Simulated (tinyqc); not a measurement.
Frenkel-Kontorova chain: a misfit dislocation (kink) in a monolayer on a periodic substrate: one step, computed by the program tinyqc. Command: `OMP_NUM_THREADS=1 python tinyqc.py 3014323 3014324 out.jsonl fkchain walk`. One thread of a shared host (Intel(R) Xeon(R) Processor @ 2.30GHz), about 0.03 s of CPU time with the checks.

E = sum_j [(k/2)(x_(j+1) - x_j - b)^2 + (W/2)(1 - cos(2 pi x_j/a))], x_j = a (j + u_j). A kink takes u from 0 to 1: the chain is stretched by one period and has one atom fewer than wells.

Question. Start between two atoms. Discrete chain at f = 0, ends held at u = 0 and 1: E = (k a^2/2) sum (u_(j+1) - u_j)^2 + (W/2) sum (1 - cos 2 pi u_j), gradient g_j = k a^2 (2 u_j - u_(j-1) - u_(j+1)) + pi W sin(2 pi u_j), Hessian 2 k a^2 + 2 pi^2 W cos(2 pi u_j) on the diagonal and -k a^2 beside it. Free atoms j = -n..n-1 start from the continuum shape centred half-way, at j + 1/2.

Inputs (values chosen for the exercise, for a model overlayer): spring constant k = 2.99 eV/angstrom^2; substrate period a = 3.95 angstrom; corrugation W = 5.59 eV; atoms on each side n = 9.

kink width l0 = 2.042734

Give: u at the start; E at the start; gradient.

Answer.

u at the start: [0.00000, 0.00001, 0.00003, 0.00014, 0.00063, 0.00293, 0.01362, 0.06318, 0.27630, 0.72370, 0.93682, 0.98638, 0.99707, 0.99937, 0.99986, 0.99997, 0.99999, 1.00000]

E at the start = 13.874 eV

gradient (eV): [0.0000, -0.0001, -0.0007, -0.0032, -0.0148, -0.0688, -0.3131, -0.8406, 6.3932, -6.3932, 0.8406, 0.3131, 0.0688, 0.0148, 0.0032, 0.0007, 0.0001, 0.0000]

Caution: a corrugation above 1 eV is larger than real overlayers usually show; it is chosen to keep the kink narrow. Caution: for l0 below about 3 the kink spans few atoms, and the continuum kink energy is off by about 2 per cent or more.
